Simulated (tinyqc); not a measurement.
# Off-state leakage of single and stacked transistors, step by step

Computed by the program tinyqc: `OMP_NUM_THREADS=1 python tinyqc.py 2242164 2242165 out.jsonl`, one thread of a shared Intel Xeon 2.30GHz, about 0.03 s for the whole run. Printed values are rounded.

n-channel devices of unit width. Subthreshold current I(Vg, Vs, Vd) = I0 (T/300 K)^0.5 exp[(Vg - Vs - VT(T) - gb (Vs - Vb) + dd (Vd - Vs))/(nf Vt)] (1 - exp(-(Vd - Vs)/Vt)), VT(T) = VT - cT (T - 300 K). Gate-edge tunnelling Ig (Vd/1 V) exp(ag (Vd - 1 V)), for a gate at 0 V, and band-to-band leakage Ab u exp(-Bb/u), u = Vd - Vb + 1 V, flow at a drain held at V; both are taken as independent of T. In a stack of off transistors (all gates at 0 V) the same subthreshold current passes through each.

Values chosen for this exercise; values of the order met in bulk silicon logic transistors:

| symbol | value | unit | meaning |
|---|---|---|---|
| T | 330 | K | temperature |
| V | 1 | V | supply voltage |
| VT | 0.46 | V | threshold at 300 K, zero drain and body bias |
| cT | 0.7 | mV/K | fall of the threshold with temperature |
| I0 | 0.16 | uA/um | current at threshold at 300 K |
| nf | 1.42 |  | slope factor |
| dd | 0.17 |  | drain-induced lowering per volt |
| gb | 0.23 |  | rise of the threshold per volt of source-body bias |
| Ig | 2e-5 | uA/um | gate-edge tunnelling current at 1 V |
| ag | 3 | 1/V | exponential slope of the gate current |
| Ab | 200 | uA/(um V) | prefactor of band-to-band leakage at the drain |
| Bb | 21 | V | its exponential voltage |
| Vb | 0 | V | body voltage |

Constants: q = 1.602176634e-19 C, kB = 1.380649e-23 J/K, Vt = kB T/q. Results are converted to the units shown.

## Leakage of one transistor

Vg = Vs = 0, Vd = V; effective threshold VT(T) - gb Vb - dd V.

effective threshold = 0.269 V
parts (nA/um): subthreshold 0.214649, gate edge 0.02, band-to-band 11.0146
total = 11.2492 nA/um
shares (%): subthreshold 1.90813, gate edge 0.177790, band-to-band 97.9141

The band-to-band part is the largest.

## Starting value

Vx = dd V/(1 + gb + 2 dd), the solution for Vx well above Vt, rounded to three decimals.

Vx at the start = 0.108 V

## Iteration 1: new Vx

Stack of two, Vx the node between them: I_low = I(0, 0, Vx), I_up = I(0, Vx, V), f = ln(I_up/I_low), f' = -(1 + gb + 2 dd)/(nf Vt) - 1/(Vt (exp(Vx/Vt) - 1)) - 1/(Vt (exp((V - Vx)/Vt) - 1)), Vx(new) = Vx - f/f'.

I_low = 0.00490907 nA/um
I_up = 0.00507667 nA/um
f = 0.0335705
f' = -39.6863 1/V
Vx after iteration 1 = 0.108846 V

## Iteration 2: new Vx

As before.

I_low = 0.00492989 nA/um
I_up = 0.00492994 nA/um
f = 1.02719e-5
f' = -39.6621 1/V
Vx after iteration 2 = 0.108846 V

## Course of the iteration

Stop when the step is below 1e-11 V, or after 40 iterations.

Course of the iteration:
```
iteration  Vx before the step (V)  step (V)
1                           0.108   8.46e-4
2                        0.108846   2.59e-7
3                        0.108846  2.37e-14
```

Converged in 3 iterations. The subthreshold current of the stack is 0.004930 nA/um, 43.5 times less than that of one transistor (the drain leakage is unchanged); the estimate exp[dd V (1 + gb + dd)/((1 + gb + 2 dd) nf Vt)] gives 42.7.
